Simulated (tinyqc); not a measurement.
MOS capacitor on a p-type substrate, surface potential from the exact charge relation: two steps of the calculation.

Uniform p-type substrate, Boltzmann statistics, full ionisation, classical densities. psi is the surface potential against the body (positive when the bands bend down) and u = psi/Vt. Traps are spread evenly over the gap and neutral at flat band, so their charge is -q Dit psi; the minority quasi-Fermi level is shifted by Vb.

Inputs (values chosen for the exercise); band and dielectric values close to those of silicon:
- T = 250 K (temperature)
- Eg = 1.13 eV (band gap)
- eps_r = 11.5 (relative permittivity)
- Nc = 2.17e19 cm^-3 (conduction-band density of states at T)
- Nv = 2.05e19 cm^-3 (valence-band density of states at T)
- chi = 4.09 eV (electron affinity)
- N = 1.4e15 cm^-3 (acceptor density of the substrate)
- eox = 24.9 (relative permittivity of the gate insulator (close to zirconium oxide))
- tox = 6 nm (insulator thickness)
- phiM = 5.12 eV (gate work function)
- Nf = 6.7e10 cm^-2 (fixed charge at the interface, in units of q)
- Dit = 0 cm^-2 eV^-1 (density of interface traps)
- Vb = 0.9 V (reverse bias of the inversion layer against the body)

Constants: q = 1.602176634e-19 C, kB = 1.380649e-23 J/K, Vt = kB T/q, eps0 = 8.8541878128e-14 F/cm where lengths are in cm. Results are converted to the units shown.

Problem 1. Flat band, threshold and scales. ni = sqrt(Nc Nv) exp(-Eg/(2 Vt)), Eg in volts; phiF = Vt ln(N/ni); Cox = eps0 eox/tox; Vfb = phiM - chi - (Eg - Vt ln(Nv/N)) - q Nf/Cox; Q0 = sqrt(2 eps0 eps_r q N Vt); r = (ni/N)^2 exp(-Vb/Vt); VT = Vfb + [(2 phiF + Vb)(1 + q Dit/Cox) + sqrt(2 eps0 eps_r q N (2 phiF + Vb))/Cox].

Give: ni; phiF; Cox; Vfb; Q0; r; VT.

Solution 1.

ni = 8.594e7 cm^-3
phiF = 0.3577 V
Cox = 3.674 uF/cm^2
Vfb = 0.1037 V
Q0 = 3.137 nC/cm^2
r = 2.710e-33
VT = 1.727 V

Problem 2. Charges, field and capacitances at the solution. u = psi/Vt; F^2 = exp(-u) + u - 1 + r (exp(u) - u - 1); Qs = -sign(u) Q0 F; Cs = -dQs/dpsi = (Q0/Vt) |1 - exp(-u) + r (exp(u) - 1)|/(2 F). Low frequency: 1/C_LF = 1/Cox + 1/(Cs + q Dit). High frequency, in the simple estimate in which traps and minority carriers do not follow: 1/C_HF = 1/Cox + 1/Cd, Cd being Cs with r = 0 at the same psi. Minority sheet density N_inv = (Q0/(2 q)) int_0^u r (exp(t) - 1)/F(t) dt for u > 0. Oxide field |Qs - q Dit psi + q Nf|/(eps0 eox).

converged psi = 1.8897733 V

Find: Qs; N_inv; oxide field; Cs; C_LF/Cox; C_HF/Cox.

Solution 2.

Qs = -1824.4 nC/cm^2
N_inv = 1.1212e13 cm^-2
oxide field = 0.82265 MV/cm
Cs = 42.332 uF/cm^2
C_LF/Cox = 0.92013
C_HF/Cox = 0.0021232

The surface is in strong inversion (borders at |psi| = 0, phiF + Vb and 2 phiF + Vb = 1.62 V). Minority carriers make up 98.5 % of Qs.

Program tinyqc, `OMP_NUM_THREADS=1 python tinyqc.py 2060047 2060048 out.jsonl`; Intel Xeon 2.30GHz, shared host, one thread, about 0.01 s.
